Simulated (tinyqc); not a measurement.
Landau-Devonshire theory of a uniaxial ferroelectric: one step, computed by the program tinyqc. Command: `OMP_NUM_THREADS=1 python tinyqc.py 3005255 3005256 out.jsonl ferro walk`. One thread of a shared host (Intel(R) Xeon(R) Processor @ 2.30GHz), about 0.01 s of CPU time with the checks.

G(P) = (alpha/2) P^2 + (beta*/4) P^4 + (gamma/6) P^6 - E P per volume, SI units, one domain, P along the polar axis, which is normal to the film.

Task: A capacitor with imperfect screening. Between shorted electrodes with screening length lambda each, the depolarising field is -k P, k = 2 lambda/(eps_0 (d + 2 lambda eps_b)), so alpha turns into alpha + k. Ps^2 = [-beta* + sqrt(beta*^2 - 4 alpha gamma)]/(2 gamma). The polar state is the lowest uniform state while alpha + k < 0 (beta* > 0) or < 3 beta*^2/(16 gamma) (beta* < 0); setting the equality gives the critical thickness d_c.

Inputs (values chosen for the exercise, for a model ferroelectric):
```
quantity                         value       unit
Curie-Weiss temperature T0         830          K
gamma                          1.5e+09  J m^9/C^6
temperature T                      645          K
film thickness d                    10         nm
screening length lambda          0.012         nm
background permittivity eps_b       10          -
```

Sample: epitaxial film.

alpha = -5.966251e+08 J m/C^2

beta* = 1.999581e+09 J m^5/C^4

Constants: eps_0 = 8.8541878128e-12 F/m.

Give: depolarising coefficient k; polarisation of the film; size of the depolarising field; critical thickness d_c.

Result:

depolarising coefficient k = 2.6471e+08 J m/C^2

polarisation of the film = 38.637 microcoulomb/cm^2

size of the depolarising field = 102.27 MV/m

critical thickness d_c = 4.3032 nm

Caution: the strain shifts T0 by more than 500 K here, which is beyond the range where constant coefficients hold.
